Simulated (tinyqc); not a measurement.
Ellipsoidal valleys in the axes of a wafer and a channel: one step. Device axes and valley axes. Two cases, with inputs chosen for the exercise.

Problem. Give the rows x, y, z in cubic components and each valley axis in device components.

Valleys with axes a along [111], [1-1-1], [-11-1] and [-1-11], one whole valley each; inverse mass tensor w = 1/mt + (1/ml - 1/mt) a a. Device axes: z = nz/|nz|, x = nx/|nx|, y = z cross x; in them a = (ax, ay, az). Confinement mass mz = 1/w_zz. In the plane w_ij is replaced by u_ij = w_ij - w_iz w_jz/w_zz (i, j = x, y); density-of-states mass md = 1/sqrt(det u); conductivity mass along x mc = 1/u_xx; ballistic transport mass mx = u_yy/det u, width mass my = 1/u_yy.

Case 1.

Values chosen (near those of the L valleys of GaAs; shifted at random, so the results belong to these values and not to a real crystal):
- ml = 1.829 m0 (longitudinal mass)
- mt = 0.077 m0 (transverse mass)
- nz = (1, 1, 3) (surface normal (confinement))
- nx = (1, -1, 0) (channel direction)

Case 2.

Values chosen (near those of the L valleys of GaAs; shifted at random, so the results belong to these values and not to a real crystal):
- ml = 1.838 m0 (longitudinal mass)
- mt = 0.077 m0 (transverse mass)
- nz = (1, 1, 1) (surface normal (confinement))
- nx = (1, -1, 0) (channel direction)

Give: device axes; valley axes.

Solution.

Case 1.

device axes:
```
    [100]    [010]    [001]
x  0.7071  -0.7071   0.0000
y  0.6396   0.6396  -0.4264
z  0.3015   0.3015   0.9045
```

valley axes:
```
              ax       ay       az
[111]     0.0000   0.4924   0.8704
[1-1-1]   0.8165   0.2462  -0.5222
[-11-1]  -0.8165   0.2462  -0.5222
[-1-11]   0.0000  -0.9847   0.1741
```

Case 2.

device axes:
```
    [100]    [010]    [001]
x  0.7071  -0.7071   0.0000
y  0.4082   0.4082  -0.8165
z  0.5774   0.5774   0.5774
```

valley axes:
```
              ax       ay       az
[111]     0.0000   0.0000   1.0000
[1-1-1]   0.8165   0.4714  -0.3333
[-11-1]  -0.8165   0.4714  -0.3333
[-1-11]   0.0000  -0.9428  -0.3333
```

Computed by tinyqc, one run a case: `OMP_NUM_THREADS=1 python tinyqc.py N N+1 out.jsonl` with N = 1850484, 1850657; one thread of a shared Intel(R) Xeon(R) Processor @ 2.30GHz, about 0.01 s a run at most.
